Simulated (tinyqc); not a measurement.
## Off-state leakage of single and stacked transistors: leakage components against the temperature

n-channel devices of unit width. Subthreshold current I(Vg, Vs, Vd) = I0 (T/300 K)^0.5 exp[(Vg - Vs - VT(T) - gb (Vs - Vb) + dd (Vd - Vs))/(nf Vt)] (1 - exp(-(Vd - Vs)/Vt)), VT(T) = VT - cT (T - 300 K). Gate-edge tunnelling Ig (Vd/1 V) exp(ag (Vd - 1 V)), for a gate at 0 V, and band-to-band leakage Ab u exp(-Bb/u), u = Vd - Vb + 1 V, flow at a drain held at V; both are taken as independent of T. In a stack of off transistors (all gates at 0 V) the same subthreshold current passes through each.

One transistor with Vg = Vs = 0, Vd = V; stack factor I(one)/I(two in series).

Values chosen for this exercise; values of the order met in bulk silicon logic transistors: supply voltage V = 1.1 V; threshold at 300 K, zero drain and body bias VT = 0.33 V; fall of the threshold with temperature cT = 0.5 mV/K; current at threshold at 300 K I0 = 0.21 uA/um; slope factor nf = 1.44; drain-induced lowering per volt dd = 0.12; rise of the threshold per volt of source-body bias gb = 0.18; gate-edge tunnelling current at 1 V Ig = 0.0007 uA/um; exponential slope of the gate current ag = 5 1/V; prefactor of band-to-band leakage at the drain Ab = 50 uA/(um V); its exponential voltage Bb = 20 V; body voltage Vb = 0 V.

Constants: q = 1.602176634e-19 C, kB = 1.380649e-23 J/K, Vt = kB T/q. Results are converted to the units shown.

The same in every row: gate edge (nA/um) = 1.270; band-to-band (nA/um) = 7.675.

Result of one run:
```
T (K),subthreshold (nA/um),total (nA/um),stack factor,largest part
350,4.224,13.17,16.84,band-to-band
```

What becomes of these results when the temperature T is changed from 350 to 325 K, all else the same?

Result of the changed run:
```
T (K),subthreshold (nA/um),total (nA/um),stack factor,largest part
325,2.198,11.14,20.68,band-to-band
```

The whole series:
```
T (K),subthreshold (nA/um),total (nA/um),stack factor,largest part
250,0.1448,9.089,49.78,band-to-band
275,0.4211,9.365,35.14,band-to-band
300,1.029,9.973,26.34,band-to-band
325,2.198,11.14,20.68,band-to-band
350,4.224,13.17,16.84,band-to-band
375,7.460,16.40,14.11,band-to-band
400,12.30,21.24,12.11,subthreshold
425,19.14,28.09,10.60,subthreshold
```

As T goes from 250 to 425, the total leakage rises from 9.09 to 28.1 nA/um. The band-to-band part leads at T = 250, the subthreshold part from 400 on. The subthreshold part doubles every 39.1 K between the last two rows. The reduction by a stack of two falls from 49.8 to 10.6, for the subthreshold part alone. For T = 400, 425 the gate is within about 3 nf Vt of threshold, where the exponential law overstates the current.

Program tinyqc, `OMP_NUM_THREADS=1 python tinyqc.py 2242132 2242133 out.jsonl`; Intel Xeon 2.30GHz, shared host, one thread, about 0.03 s.
